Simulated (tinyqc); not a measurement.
# Trap density and grain size from the barrier

Question. With all traps filled Vb = q Qt^2/(8 eps0 eps_r N), and in that limit the barrier is largest at N* = Qt/Lg. Find Qt, Lg and the depleted width Qt/N.

Inputs (values chosen for the exercise): relative permittivity of the semiconductor eps_r = 11.7.

Constants: q = 1.602176634e-19 C, eps0 = 8.8541878128e-14 F/cm where lengths are in cm. Results are converted to the units shown.

barrier at N = 7.8e17 cm^-3 = 0.041886871 V
doping of the largest barrier = 2.6e17 cm^-3

Answer. The barrier gives Qt, and N* then gives Lg.

Qt = 1.300e12 cm^-2
Lg = 50.00 nm
depleted width = 16.67 nm

Numbers from tinyqc (`OMP_NUM_THREADS=1 python tinyqc.py 2610134 2610135 out.jsonl`; about 0.01 s on one thread of a shared Intel Xeon 2.30GHz).
